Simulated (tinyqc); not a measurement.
One-dimensional ballistic tunnel FET, two-band WKB: effect of temperature.

A p-type source for x < 0 with its Fermi level at 0 and its valence edge at ds; in the channel the bands fall as D exp(-x/lam) towards their flat values, with the conduction edge at Ec = ds - dP and D = dP + Eg. The gate moves dP one to one. The drain Fermi level lies at -Vd and the drain side reflects nothing. For w = E - Ec between 0 and dP an electron crosses the gap. Two-band dispersion with equal masses m: inside the gap kappa = sqrt(m u (1 - u/Eg)/C), u the distance from a band edge, C = hbar^2/(2 m0).

S(w) = 2 lam int_0^Eg kappa(u) du/(w + Eg - u) = 2 pi lam sqrt(m/(C Eg)) [w + Eg/2 - sqrt(w (w + Eg))], T(w) = exp(-S). I = g (2 q^2/h) int_0^dP T(w) [f(E) - f(E + Vd)] dw, E = ds - dP + w, f(x) = 1/(1 + exp(x/Vt)). Swing = d(dP)/d(log10 I).

Parameters, values chosen for the exercise; band and dielectric values close to those of indium phosphide:
- Eg = 1.32 eV (band gap)
- m = 0.084 m0 (band-edge mass of the two-band model)
- lam = 2.9 nm (screening length of the source junction)
- ds = 0.03 eV (source valence edge above the source Fermi level)
- Vd = 0.1 V (drain bias)
- g = 2 (number of degenerate subbands (spin apart))
- dP = 0.26 eV (tunnelling window Ev(source) - Ec(channel))

Constants: q = 1.602176634e-19 C, kB = 1.380649e-23 J/K, hbar = 1.054571817e-34 J s, h = 6.62607015e-34 J s, m0 = 9.1093837015e-31 kg, Vt = kB T/q, hbar^2/(2 m0) = 0.0380998212 eV nm^2. Results are converted to the units shown.

Result of one run:
```
T (K)    I (uA)  swing (mV/decade)  Vt ln 10 (mV/decade)
300    0.007892              168.7                 59.53
```

What becomes of these results when the temperature T is changed from 300 to 250 K, all else the same?

Result of the changed run:
```
T (K)    I (uA)  swing (mV/decade)  Vt ln 10 (mV/decade)
250    0.008214              168.5                 49.61
```

The whole series:
```
T (K)    I (uA)  swing (mV/decade)  Vt ln 10 (mV/decade)
77     0.008730              166.0                 15.28
150    0.008672              167.5                 29.76
200    0.008485              168.1                 39.68
250    0.008214              168.5                 49.61
300    0.007892              168.7                 59.53
350    0.007545              168.8                 69.45
400    0.007189              168.8                 79.37
```

I falls from 0.00873 to 0.00719 uA, and the swing rises from 166 to 169 mV/decade, while the thermionic limit rises from 15.3 to 79.4 mV/decade. Gap and mass are held fixed.

Computed by the program tinyqc: `OMP_NUM_THREADS=1 python tinyqc.py 2620111 2620112 out.jsonl`, one thread of a shared Intel Xeon 2.30GHz, about 0.02 s for the whole run.
